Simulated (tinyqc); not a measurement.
Raising U: Hubbard chain of 4 sites, mean field against exact. Computed by the program tinyqc. Command: `OMP_NUM_THREADS=1 python tinyqc.py 113149 113150 out.jsonl`; one thread of a shared host (Intel(R) Xeon(R) Processor @ 2.60GHz), about 5 s.

one-body matrix (hopping and site energies) (eV):
```
         1        2        3        4
1   0.0500  -0.8900   0.0000   0.0000
2  -0.8900   0.1800  -0.8900   0.0000
3   0.0000  -0.8900  -0.4300  -0.8900
4   0.0000   0.0000  -0.8900   0.3100
```

electrons, up and down: 2  2

Collinear unrestricted mean field (the lowest of 40 random starts) against exact diagonalisation.

Exact and mean-field results (eV):

| U | U/t | E exact | E mean field | mean \|n_up - n_down\| | double occupancy, exact | first gap in the sector |
|---|---|---|---|---|---|---|
| 0.450 | 0.506 | -3.55194 | -3.53119 | 0.000 | 0.238 | 1.016 |
| 0.890 | 1.000 | -3.15786 | -3.07415 | 0.000 | 0.210 | 0.899 |
| 1.780 | 2.000 | -2.50322 | -2.17618 | 0.350 | 0.159 | 0.716 |
| 2.670 | 3.000 | -2.01294 | -1.56421 | 0.683 | 0.118 | 0.583 |
| 3.560 | 4.000 | -1.64986 | -1.18653 | 0.813 | 0.088 | 0.485 |
| 5.340 | 6.000 | -1.17400 | -0.77076 | 0.916 | 0.050 | 0.356 |
| 7.120 | 8.000 | -0.88910 | -0.55402 | 0.953 | 0.032 | 0.277 |
| 10.680 | 12.000 | -0.57522 | -0.33407 | 0.979 | 0.015 | 0.191 |
| 17.800 | 20.000 | -0.30745 | -0.15681 | 0.992 | 0.006 | 0.116 |

In absolute terms mean field is worst at U/t = 4.0, 0.463 eV too high: at small U it is nearly exact, and at large U it misses only exchange-scale energies. Its local moments set in at U/t = 2.0 of those listed, a broken symmetry that the exact state of a finite cluster with equal spins does not have. Relative to the exact energy its error is 0.6 % at the smallest U, 49 % at most and 49 % at the largest. The double occupancy falls from 0.238 to 0.006.
